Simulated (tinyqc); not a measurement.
Comparisons within one model: electrons shared among three sets of ellipsoidal valleys. A value that a table varies takes the place of the one given here.

F_j(eta) = (1/Gamma(j + 1)) integral_0^infinity x^j dx/(1 + exp(x - eta)), which tends to exp(eta) for eta << 0.

Sets Delta2, Delta4, L: N_i = M_i times N = 2 (m kB T/(4 pi c))^(3/2) with c = hbar^2/2m0, in 1/angstrom^3; times 1e24 for 1/cm^3, m = (ml mt^2)^(1/3); n = sum_i N_i F_1/2((EF - dE_i)/kT), energies from the edge of the first set; mu_drift = sum of share times mobility.

Constants: hbar^2/2m0 = 3.80998211 eV angstrom^2; kB = 8.617333262e-05 eV/K.

Inputs chosen for the exercise (masses and offsets near those of Si; mobilities are free inputs, held fixed; the results hold for these values, not for the real material):
- dE = (0, 0.114, 0.986) eV (edges of Delta2, Delta4, L above the first, the first two split by strain)
- M = (2, 4, 4) (valleys in each set)
- ml = (0.889, 0.889, 1.696) m0 (longitudinal masses of Delta2, Delta4, L)
- mt = (0.191, 0.191, 0.1238) m0 (transverse masses)
- mu = (2000, 1200, 560) cm^2/(V s) (mobility of each set, for current in the plane normal to the Delta2 axis)
- n = 3.4e+17 1/cm^3 (total electron density)
- T = 500 K

## Transfer between valleys with temperature

Offsets, masses and mobilities are held fixed; n is fixed too, so the high values of T stand for hot electrons, not for the lattice.

Populations:

| T (K) | EF (eV) | share Delta2 | share Delta4 | share L | mu_drift |
|---|---|---|---|---|---|
| 77 | -0.0076 | 1.0000 | 0.0000 | 0.0000 | 2000 |
| 150 | -0.0285 | 0.9997 | 0.0003 | 0.0000 | 2000 |
| 300 | -0.0851 | 0.9760 | 0.0240 | 0.0000 | 1981 |
| 450 | -0.1545 | 0.9038 | 0.0962 | 0.0000 | 1923 |
| 600 | -0.2335 | 0.8188 | 0.1812 | 0.0000 | 1855 |
| 900 | -0.4115 | 0.6847 | 0.3153 | 0.0000 | 1748 |
| 1200 | -0.6068 | 0.6007 | 0.3992 | 0.0001 | 1681 |
| 2000 | -1.1785 | 0.4906 | 0.5065 | 0.0029 | 1591 |

How do the results move?

The share of Delta2 goes from 1.000 to 0.491 and the mean mobility from 2000 to 1591 cm^2/(V s). Delta2 and Delta4 hold equal numbers between T = 1200 and 2000 K. The share of L is at most 0.0029.

## Transfer between valleys with doping

Parabolic valleys; band tails and gap narrowing are left out.

Populations:

| n (1/cm^3) | EF (eV) | share Delta2 | share Delta4 | share L | mu_drift |
|---|---|---|---|---|---|
| 1.0e+16 | -0.3320 | 0.8757 | 0.1243 | 0.0000 | 1901 |
| 1.0e+17 | -0.2327 | 0.8756 | 0.1244 | 0.0000 | 1900 |
| 1.0e+18 | -0.1330 | 0.8741 | 0.1259 | 0.0000 | 1899 |
| 3.0e+18 | -0.0844 | 0.8709 | 0.1291 | 0.0000 | 1897 |
| 1.0e+19 | -0.0285 | 0.8594 | 0.1406 | 0.0000 | 1888 |
| 3.0e+19 | 0.0295 | 0.8260 | 0.1740 | 0.0000 | 1861 |
| 1.0e+20 | 0.1104 | 0.7216 | 0.2784 | 0.0000 | 1777 |

What does this show?

The share of Delta2 goes from 0.876 to 0.722 and the mean mobility from 1901 to 1777 cm^2/(V s). Delta2 holds more than Delta4 throughout. The share of L is at most 5.2e-10.

## Moving the second set by strain or alloying

The second entry of dE is replaced by the values listed; a negative value puts that set lowest.

Populations:

| offset (eV) | EF (eV) | share Delta2 | share Delta4 | share L | mu_drift |
|---|---|---|---|---|---|
| -0.100 | -0.3062 | 0.0469 | 0.9531 | 0.0000 | 1238 |
| -0.050 | -0.2604 | 0.1357 | 0.8643 | 0.0000 | 1309 |
| 0.000 | -0.2216 | 0.3333 | 0.6667 | 0.0000 | 1467 |
| 0.025 | -0.2066 | 0.4715 | 0.5285 | 0.0000 | 1577 |
| 0.050 | -0.1952 | 0.6141 | 0.3859 | 0.0000 | 1691 |
| 0.100 | -0.1819 | 0.8352 | 0.1648 | 0.0000 | 1868 |
| 0.150 | -0.1767 | 0.9417 | 0.0583 | 0.0000 | 1953 |
| 0.200 | -0.1749 | 0.9810 | 0.0190 | 0.0000 | 1985 |
| 0.300 | -0.1742 | 0.9981 | 0.0019 | 0.0000 | 1998 |

How do the results move?

The share of Delta2 goes from 0.047 to 0.998 and the mean mobility from 1238 to 1998 cm^2/(V s). Delta2 and Delta4 hold equal numbers between offset = 0.025 and 0.05 eV. The share of L is at most 2.1e-10. With Boltzmann statistics the first two sets are equal at kT ln(N_2/N_1) = 0.0299 eV.

## What moves the populations

All else solved anew. Each row changes one parameter from the base and keeps the others.

Results:

| case | EF (eV) | share Delta2 | share Delta4 | share L | mu_drift (cm^2/(V s)) |
|---|---|---|---|---|---|
| base | -0.1799 | 0.8752 | 0.1248 | 0.0000 | 1900 |
| T = 550 K | -0.2062 | 0.8466 | 0.1534 | 0.0000 | 1877 |
| n = 1.02e+18 1/cm^3 | -0.1321 | 0.8741 | 0.1259 | 0.0000 | 1899 |
| dE = (0, 0.0912, 0.986) eV | -0.1835 | 0.8052 | 0.1948 | 0.0000 | 1844 |
| mt = (0.191, 0.2292, 0.1238) m0 | -0.1809 | 0.8539 | 0.1461 | 0.0000 | 1883 |
| ml = (0.889, 1.0668, 1.696) m0 | -0.1804 | 0.8649 | 0.1351 | 0.0000 | 1892 |
| mu = (2400, 1200, 560) cm^2/(V s) | -0.1799 | 0.8752 | 0.1248 | 0.0000 | 2250 |

What can be read from the table?

The largest shifts from the base row, up to three for each result and ties (the steps differ in size, so this ranks the rows, not the parameters). EF (eV): n +0.0477, T -0.0264, dE -0.0036; unchanged at the printed digits by mu. share Delta2: dE -0.0700, T -0.0286, mt -0.0213; unchanged at the printed digits by mu. share Delta4: dE +0.0700, T +0.0286, mt +0.0213; unchanged at the printed digits by mu. share L: unchanged at the printed digits by T, n, dE, mt, ml and mu. mu_drift (cm^2/(V s)): mu +350, dE -56, T -23.

Program tinyqc; command `OMP_NUM_THREADS=1 python tinyqc.py 1651942 1651943 out.jsonl`; about 0.01 s on one thread of a shared Intel(R) Xeon(R) Processor @ 2.30GHz.
